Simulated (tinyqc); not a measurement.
Comparisons within one model: delta-doped layer in the Thomas-Fermi potential. A value that a table varies takes the place of the one given here.

All donors ionised in the plane z = 0, zero temperature, energies from the Fermi level EF of the Thomas-Fermi model, which lies at the bulk band edge; c = hbar^2/2m0, q = e^2/(4 pi eps0). gv = 4 equivalent valleys, m_d = sqrt(m3^3/mz) in the plane. With n = (gv/3 pi^2)(m3 (-V)/c)^(3/2) and V'' = -(4 pi q/eps) n for z > 0, the solution is V = -b/(|z| + z0)^4 with sqrt(b) = 20/K, K = (4 pi q/eps)(gv/3 pi^2)(m3/c)^(3/2), and z0^5 = 4b/(e F0), e F0 = 2 pi q N/eps; 1e13/cm^2 = 1e-3/angstrom^2. Exchange and correlation are left out.

Subbands solve -(c/m_z) psi'' + V psi = E psi on 1280 points of spacing z0/80; up to ten levels for each group, kept if bound with an rms width below 2.5 z0.

Constants: hbar^2/2m0 = 3.80998211 eV angstrom^2; e^2/(4 pi eps0) = 14.39964547 eV angstrom.

Inputs chosen for the exercise (near those of a delta-doped layer in Ge; shifted at random, so the results belong to these values and not to a real crystal): m3 = 0.223 m0 (density-of-states mass of a valley); mz = 0.121 m0 (mass along z); eps = 15.7 (dielectric constant); Nl = (0.095, 0.19, 0.38, 0.66, 1.1, 1.9, 3) x 1e13/cm^2 (sheet densities); N = 0.95 x 1e13/cm^2 (donor sheet density).

## Doping density

The well, the lowest level and the filling anew; at zero temperature n_i = g m_d (mu - E_i)/(2 pi c), with mu fixed by sum n_i = N.

Results:
```
N (1e13/cm^2)  z0 (angstrom)  depth (eV)  lowest (eV)  next - lowest (eV)  occupied  share of lowest (%)
0.095                   90.3      0.0124      -0.0021                   -         1                100.0
0.19                    78.6      0.0215      -0.0042                   -         1                100.0
0.38                    68.5      0.0375      -0.0085                   -         1                100.0
0.66                    61.3      0.0583      -0.0146                   -         1                100.0
1.1                     55.3      0.0877      -0.0240                   -         1                100.0
1.9                     49.6      0.1358      -0.0408                   -         1                100.0
3.0                     45.3      0.1957      -0.0631                   -         1                100.0
```

How do the results move?

The depth grows as N^(4/5) and z0 shrinks as N^(-1/5): factors 15.8 and 1.99 for 32 times the doping. The lowest level deepens faster, with exponent 0.99, since the zero-point energy takes a smaller share of a deeper well (83 % falling to 68 %). The number of occupied subbands stays at 1. Up to N = 0.19 the donor spacing exceeds 1.5 Bohr radii (one radius, a0 eps/m with the density-of-states mass, is 37 angstrom), where a uniform sheet is a crude picture of discrete donors (beyond about three radii electrons stay on single donors).

## What each parameter does

z0, depth, lowest level and its rms width. Each row changes one parameter from the base and keeps the others.

Results:
```
case                  z0 (angstrom)  depth (eV)  lowest (eV)  rms z (angstrom)
base                          56.99      0.0780      -0.0208             32.55
N = 0.57 x 1e13/cm^2          63.12      0.0518      -0.0126             40.93
eps = 14.1                    53.43      0.0814      -0.0209             32.18
m3 = 0.256 m0                 52.46      0.0718      -0.0171             34.98
mz = 0.103 m0                 56.99      0.0780      -0.0194             35.96
```

What does this show?

The largest shifts from the base row, up to three for each result and ties (the steps differ in size, so this ranks the rows, not the parameters). z0 (angstrom): N +6.13, m3 -4.53, eps -3.56; unchanged at the printed digits by mz. depth (eV): N -0.0262, m3 -0.0062, eps +0.0034; unchanged at the printed digits by mz. lowest (eV): N +0.0082, m3 +0.0037, mz +0.0015. rms z (angstrom): N +8.38, mz +3.41, m3 +2.43.

tinyqc: `OMP_NUM_THREADS=1 python tinyqc.py 1252509 1252510 out.jsonl`; about 0.08 s, one thread, shared Intel(R) Xeon(R) Processor @ 2.30GHz.
